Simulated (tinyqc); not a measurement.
Surface potential of a MOS transistor: implicit equation and explicit approximations: two steps of the calculation.

p-type body, charge-sheet picture, depletion and inversion only, full ionisation (an idealisation for deep acceptors), Boltzmann statistics (rough once Na exp(x - xn) passes about Nc/7). In units of Vt: xg = (Vg - Vfb)/Vt, x = psi/Vt, G = gamma/sqrt(Vt), xn = (2 phiF + Vc)/Vt. The implicit equation is (xg - x)^2 = G^2 [x - 1 + exp(x - xn)] for x above about 3. Cox = eps0 eox/tox.

Values chosen for this exercise; band and dielectric values those of a made-up semiconductor:
```
symbol,value,unit,meaning
T,250,K,temperature
eox,3.9,,relative permittivity of the gate insulator (close to silicon dioxide)
tox,2.1,nm,insulator thickness
Vc,0.2,V,channel-body voltage
```

Constants: q = 1.602176634e-19 C, kB = 1.380649e-23 J/K, Vt = kB T/q, eps0 = 8.8541878128e-14 F/cm where lengths are in cm. Results are converted to the units shown.

Problem 1. Explicit approximation. Depletion value a = 1 + [sqrt(G^2/4 + xg - 1) - G/2]^2; inversion value b = xn + ln[(xg - xn)^2/G^2 - xn + 1] and first guess y = min(a, b) - ln(1 + exp(-|a - b|)) if a > xn + 1, else b = y = a; one second-order correction with D = exp(y - xn), p = 2 (xg - y) + G^2 (1 + D), w = (xg - y)^2 - G^2 (y - 1 + D): z = y + 2 w/(p + sqrt(p^2 - 2 (2 - G^2 D) w)), or the Newton step z = y + w/p where the root is not real.

G = 2.8486006
xn = 55.167778
xg = 73.340555

Wanted: a; b; y; p; w; z.

Solution 1.

a = 52.832
b = 52.832
y = 52.832
p = 49.916
w = -0.78510
z = 52.816

The root of the implicit equation is x = 52.8165; y misses it by 0.016 and z by -1.0e-8, in units of Vt.

Problem 2. Potential, charges and gate control. psi = Vt x; N_dep = Cox Vt G sqrt(x - 1)/q; N_inv = (Cox Vt G/q) [sqrt(x - 1 + exp(x - xn)) - sqrt(x - 1)]; dpsi/dVg = 1/[1 + G^2 (1 + exp(x - xn))/(2 (xg - x))].

converged x = 52.816452
G = 2.8486006
xn = 55.167778
xg = 73.340555

Give: psi; N_dep; N_inv; dpsi/dVg.

Solution 2.

psi = 1.138 V
N_dep = 4.534e12 cm^-2
N_inv = 4.165e9 cm^-2
dpsi/dVg = 0.8220

psi lies 2.4 Vt below 2 phiF + Vc.

Computed by the program tinyqc: `OMP_NUM_THREADS=1 python tinyqc.py 2122132 2122133 out.jsonl`, one thread of a shared Intel Xeon 2.30GHz, about 0.01 s for the whole run.
